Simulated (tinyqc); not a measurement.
BCS gap equation with a constant attraction inside the Debye window: one step, computed by the program tinyqc. Command: `OMP_NUM_THREADS=1 python tinyqc.py 3017794 3017795 out.jsonl bcs walk`. One thread of a shared host (Intel(R) Xeon(R) Processor @ 2.30GHz), about 0.01 s of CPU time with the checks.

Pairs attract with strength V for |xi| < k_B Theta; N(0) is the density of states for one spin. Energies are given as temperatures (E/k_B, in K) unless marked.

Question. One evaluation of the gap equation. Gap equation: 1/(N(0)V) = I(Delta, T) = int_0^Theta tanh(E/2T)/E d xi, E = sqrt(xi^2 + Delta^2); 64 Gauss-Legendre points in y with xi = max(Delta, T) sinh(y). Take Delta = Delta_0 as the trial; the fixed-point update is Delta(new) = N(0)V Delta I(Delta, T).

Inputs (values chosen for the exercise, for a model metal): coupling N(0)V = 0.357; Debye temperature Theta = 451 K; temperature T = 13.2 K.

Solver: secant.

Delta_0 = 54.99215 K

Give: I(Delta_0, T); updated Delta.

Answer.

I(Delta_0, T) = 2.783

updated Delta = 54.63 K
